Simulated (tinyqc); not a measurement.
Chemically amplified photoresist: aerial image, acid generation, bake, development and line width. From space width back to amplification rate k_amp. Computed by tinyqc, a small Python program. Command: `OMP_NUM_THREADS=1 python tinyqc.py 3013327 3013328 out.jsonl resist inv`. One thread of a shared host (Intel(R) Xeon(R) Processor @ 2.30GHz), about 0.05 s of CPU time with the checks.

Lines and spaces of pitch p with a two-beam-like image; x = 0 is the middle of the bright space. The resist is positive and treated as uniform in depth.

Inputs (values chosen for the exercise, for a model resist at 248 nm):

| quantity | value | unit |
|---|---|---|
| pitch p | 330 | nm |
| image contrast c | 0.71 | - |
| mean dose E | 9.44 | mJ/cm^2 |
| Dill parameter C | 0.041 | cm^2/mJ |
| quencher load q, relative to the acid generator | 0.15 | - |
| acid diffusivity D | 11 | nm^2/s |
| bake time t | 90 | s |
| threshold protection m_th | 0.41 | - |
| development selectivity n | 8 | - |
| largest rate r_max | 600 | nm/s |
| smallest rate r_min | 0.047 | nm/s |
| resist thickness d | 310 | nm |
| development time t_d | 45 | s |

Method:
- Dose E(x) = E [1 + c cos(2 pi x/p)]; acid h = 1 - exp(-C E(x)).
- Bake: the acid image is blurred by a Gaussian of variance sigma^2 = 2 D t (each Fourier term k of h, taken on 64 points, is multiplied by exp(-4 pi^2 k^2 D t/p^2)).
- The quencher then removes q, h_eff = max(h_blurred - q, 0); protection m = exp(-k_amp t h_eff).
- Mack rate r = r_max (a + 1)(1 - m)^n/(a + (1 - m)^n) + r_min, a = ((n + 1)/(n - 1))(1 - m_th)^n.
- Edge: vertical development clears the film where r t_d >= d; the space width is twice the x where r = d/t_d.
- Dose sensitivity = d ln(width)/d ln E from widths at 1.005 E and E/1.005; image log-slope at the edge = |d ln E/dx|, normalised by the width (NILS); latitude for 10 % of width = 10 %/sensitivity.

Task: A run gave the result below. Find the amplification rate k_amp, known to lie between 0.03 and 0.065 1/s.

space width = 178.3635 nm

Result:

Each step takes the trial c = (a f_b - b f_a)/(f_b - f_a), f being the result less the target and a, b, c the logarithms of the listed values; c replaces end b, the old b replaces a if the sign of f changed, and otherwise f_a is halved.

Scan of the range:

| amplification rate k_amp (1/s) | space width (nm) |
|---|---|
| 0.0300 | 167.297 |
| 0.0341 | 182.444 |
| 0.0388 | 196.001 |
| 0.0442 | 208.336 |
| 0.0502 | 219.349 |
| 0.0571 | 229.650 |
| 0.0650 | 239.321 |

False position (Illinois rule, in the logarithm of the input) inside the bracket:

| step | end a | end b | trial | space width (nm) |
|---|---|---|---|---|
| 1 | 0.0300000 | 0.0341000 | 0.0329434 | 178.550 |
| 2 | 0.0300000 | 0.0329434 | 0.0328432 | 178.200 |
| 3 | 0.0329434 | 0.0328432 | 0.0328900 | 178.364 |
| 4 | 0.0328432 | 0.0328900 | 0.0328900 | 178.364 |

Space width rises at every point of a 13-point scan of the range (every second point is shown), so one value fits; it is bracketed by 0.0300 and 0.0341. Answer: amplification rate k_amp = 0.03289 1/s.

Caution: lateral development, standing waves and the joint diffusion of acid and quencher are left out, so widths are indicative.
